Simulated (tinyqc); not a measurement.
Inside a calculation: localisation in a chain with random site energies (transfer matrices). Values are carried at full precision from step to step, so a last printed digit may differ when a step is redone from the rounded ones.

Hopping -t; leads with site energy 0, E = -2t cos(ka). psi_(j+1) = ((e_j - E)/t) psi_j - psi_(j-1), a product of matrices M_j = [[(e_j - E)/t, -1], [1, 0]]. For M = M_N ... M_1 the transmission is T = 4 sin^2(ka)/|M21 - M12 + M22 exp(ika) - M11 exp(-ika)|^2. Long samples draw e_j = W (x_j/2147483647 - 1/2) from x_j = 16807 x_(j-1) mod 2147483647, starting at x0. The localisation length xi, in sites, is defined by ln T = -2N/xi on average; weak disorder gives xi = 24 (4t^2 - E^2)/W^2, and the mean free path for backscattering is xi/2.

Inputs chosen for the exercise: t = 1.5 eV (hopping); E = -2.03 eV (energy); e = (0.23, -0.67, 0.27, -0.31, 0.02, 0.22, 0.54, 0.53, -0.56, -0.37) eV (site energies of the short sample); W = 1.49 eV (full width of the disorder); a = 3.9 angstrom (spacing).

## The product of transfer matrices

Multiply site by site and give T for each length.

Running product:
```
j   (e_j - E)/t      M11      M12      M21      M22       T
1        1.5067   1.5067  -1.0000   1.0000   0.0000  0.9893
2        0.9067   0.3660  -0.9067   1.5067  -1.0000  0.8906
3        1.5333  -0.9454  -0.3902   0.3660  -0.9067  0.8773
4        1.1467  -1.4501   0.4592  -0.9454  -0.3902  0.9393
5        1.3667  -1.0364   1.0178  -1.4501   0.4592  0.9427
6        1.5000  -0.1045   1.0675  -1.0364   1.0178  0.9596
7        1.7133   0.8573   0.8112  -0.1045   1.0675  0.8318
8        1.7067   1.5677   0.3169   0.8573   0.8112  0.7066
9        0.9800   0.6790  -0.5006   1.5677   0.3169  0.5615
10       1.1067  -0.8163  -0.8709   0.6790  -0.5006  0.5354
```

T is 0.5354 for the whole sample and does not fall steadily (it rises at j = 4, 5 and 6): reflected waves interfere. The determinant of M stays 1.

## The same sites added without interference

One site alone reflects R_j = e_j^2/(e_j^2 + 4t^2 - E^2); incoherent addition sums R/(1 - R), and T = 1/(1 + sum).

R_j: 0.0107  0.0843  0.0147  0.0193  0.0001  0.0098  0.0564  0.0544  0.0604  0.0273

sum of R/(1 - R) = 0.3572
T without interference = 0.7368

The coherent product gives 0.5354 for this sample.

## Weak-disorder lengths

Form ka, xi, xi a and the mean free path xi a/2.

ka = 0.8276 rad
xi = 52.74 sites

lengths (nm): localisation 20.570, mean free path 10.285

The formula needs xi well above one site.

## Checks

- T from the product against the Green function: both 0.53540.

tinyqc: `OMP_NUM_THREADS=1 python tinyqc.py 1481870 1481871 out.jsonl`; about 0.04 s, one thread, shared Intel(R) Xeon(R) Processor @ 2.30GHz.
